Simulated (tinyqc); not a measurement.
## Six-transistor SRAM cell, nodal equations and margins: effect of the gain factor of the access transistor

Two cross-coupled inverters (pull-down bn, pull-up bp) hold the nodes Q and QB; access transistors (ba, threshold VTn, gate on the word line at Vdd when selected) join them to the bit lines. Transistor (EKV form, voltages against the body): I = 2 n b Vt^2 [F(vp - Vs) - F(vp - Vd)] from drain to source, F(v) = ln^2(1 + exp(v/(2 Vt))), vp = (Vg - VT + sg |Vd - Vs|)/n. n-channel bodies are at 0; for the p-channel device all voltages are counted down from Vdd. b in uA/V^2 gives I in uA. For an access transistor the bit line is the drain and the node the source. In a read both bit lines are at Vdd. The cell is symmetric (no mismatch).

f(x) is the node voltage of one half-cell for input x: In = Ip in hold, In = Ip + Ia in a read. Static noise margin: side of the largest square between the curve (x, f(x)) and its mirror image (f(y), y); with h(c) the root x of f(x) - x = c, it is the maximum over c > 0 of h(c) - h(-c) + c. Q is the low node in a read and Iread the current of its access transistor. The write trip is the voltage to which the bit line of the high node must fall (the other staying at Vdd) for that state to vanish; higher is easier, and a negative value means that a grounded bit line does not write.

Values chosen for this exercise:
- T = 325 K (temperature)
- Vdd = 0.6 V (supply voltage)
- n = 1.17 (slope factor)
- sg = 0.111 (drain-induced barrier lowering)
- VTn = 0.36 V (n-channel threshold)
- VTp = 0.34 V (p-channel threshold (magnitude))
- bn = 180 uA/V^2 (gain factor of the pull-down transistor)
- bp = 51 uA/V^2 (gain factor of the pull-up transistor)

Constants: q = 1.602176634e-19 C, kB = 1.380649e-23 J/K, Vt = kB T/q. Results are converted to the units shown.

The same in every row: hold margin (mV) = 227.5.

Result of one run:

| read margin (mV) | Q in a read (mV) | Iread (uA) | write trip (mV) |
|---|---|---|---|
| 130.4 | 44.22 | 1.701 | 106.7 |

Which gain factor of the access transistor ba gave this result: 63, 87, 170 or 230 uA/V^2?

ba = 63 uA/V^2.

The whole series:

| ba (uA/V^2) | read margin (mV) | Q in a read (mV) | Iread (uA) | write trip (mV) |
|---|---|---|---|---|
| 45 | 140.8 | 34.07 | 1.342 | 70.18 |
| 63 | 130.4 | 44.22 | 1.701 | 106.7 |
| 87 | 120.2 | 55.76 | 2.088 | 136.9 |
| 120 | 110.0 | 68.86 | 2.498 | 163.2 |
| 170 | 99.00 | 84.52 | 2.948 | 188.5 |
| 230 | 89.50 | 98.97 | 3.324 | 208.3 |

As ba goes from 45 to 230 uA/V^2, the read margin falls from 141 to 89.5 mV, the write trip rises from 70.2 to 208 mV and Iread rises from 1.34 to 3.32 uA. The read margin is 0.62 of the hold margin in the first row and 0.39 in the last. Read stability and write ability pull in opposite directions. For ba = 170 to 230 uA/V^2 the read margin is under 100 mV, which threshold mismatch, left out here, can use up in a large array.

Computed by the program tinyqc: `OMP_NUM_THREADS=1 python tinyqc.py 2340116 2340117 out.jsonl`, one thread of a shared Intel Xeon 2.30GHz, about 0.2 s for the whole run.
